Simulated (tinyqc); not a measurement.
Changing the thickness t: single-domain magnet: Stoner-Wohlfarth switching, Neel-Arrhenius retention, LLG dynamics and spin torque. Computed by tinyqc, a small Python program. Command: `OMP_NUM_THREADS=1 python tinyqc.py 3021732 3021733 out.jsonl macro sweep`. One thread of a shared host (Intel(R) Xeon(R) Processor @ 2.30GHz), about 0.01 s of CPU time with the checks.

The moment is uniform, with unit vector m; z is the easy axis. mu_0 = 1.25663706212e-6 T m/A, gamma = 1.76085963023e11 rad/(s T).

Inputs (values chosen for the exercise, for a model magnet):
```
quantity                      value    unit
saturation magnetisation M_s    901    kA/m
diameter d                       37      nm
interface anisotropy K_i      0.887  mJ/m^2
bulk anisotropy K_u               0  kJ/m^3
exchange stiffness A             24    pJ/m
temperature T                   300       K
attempt frequency f0             10     GHz
waiting time t_w                100       s
damping alpha                 0.039       -
spin-torque efficiency eta     0.38       -
drive I/I_c0                    2.6       -
```

Shape: thin disc, easy axis normal to it.

Constants: k_B = 1.380649e-23 J/K; e = 1.602176634e-19 C; hbar = 1.054571817e-34 J s.

Method:
- The disc is treated as an oblate spheroid with p = t/d: N_z = [1 - p arccos(p)/sqrt(1 - p^2)]/(1 - p^2); V = pi d^2 t/4; K_eff = K_u + K_i/t + K_shape, K_shape = -(mu_0 M_s^2/4)(3 N_z - 1); mu_0 H_K = 2 K_eff/M_s.
- Delta = K_eff V/(k_B T); tau = exp(Delta)/f0; probability of a flip within t_w: P = 1 - exp(-t_w/tau). Wall width parameter sqrt(A/K_eff); a two-domain state costs 4 sqrt(A K_eff) times the cross-section that the wall cuts (d t).
- For axial symmetry and a polariser along z: I_c0 = (4 e alpha/(hbar eta)) K_eff V; relaxation time tau_D = (1 + alpha^2)/(alpha gamma mu_0 H_K); thermal start angle theta_0 = 1/sqrt(2 Delta); switching time about tau_D ln(pi/(2 theta_0))/(I/I_c0 - 1); precession frequency gamma mu_0 H_K/(2 pi (1 + alpha^2)).

One run for each value; columns: (1) thickness t (nm); (2) K_eff (kJ/m^3); (3) stability factor Delta; (4) anisotropy field mu_0 H_K (T); (5) critical current I_c0 (microampere):
```
(1)     (2)    (3)    (4)    (5)
0.550  1120  159.9  2.487  413.2
0.688   801  143.1  1.778  369.6
0.825   591  126.6  1.312  327.0
0.963   441  110.3  0.980  285.0
1.100   331   94.4  0.734  244.0
1.240   244   78.5  0.541  202.8
1.380   175   62.9  0.390  162.4
1.510   124   48.6  0.275  125.5
1.650    78   33.5  0.174   86.5
```

What does the table show, and why?

Over the rows, K_eff (kJ/m^3) falls from 1120 to 78.2 (exponent d ln y / d ln x -1.5 between the first rows and -5.2 between the last); stability factor Delta falls from 160 to 33.5 (exponent d ln y / d ln x -0.50 between the first rows and -4.2 between the last); anisotropy field mu_0 H_K (T) falls from 2.49 to 0.174 (exponent d ln y / d ln x -1.5 between the first rows and -5.2 between the last). K_eff t = K_i + (K_u + K_shape) t: the interface term is spread over more volume as t grows.

Caution (all rows): a flat cylinder has a smaller N_z than the spheroid of the same t/d, so K_eff of a real disc is larger.

Extremes, crossings and ranges named in words are read from the listed rows.
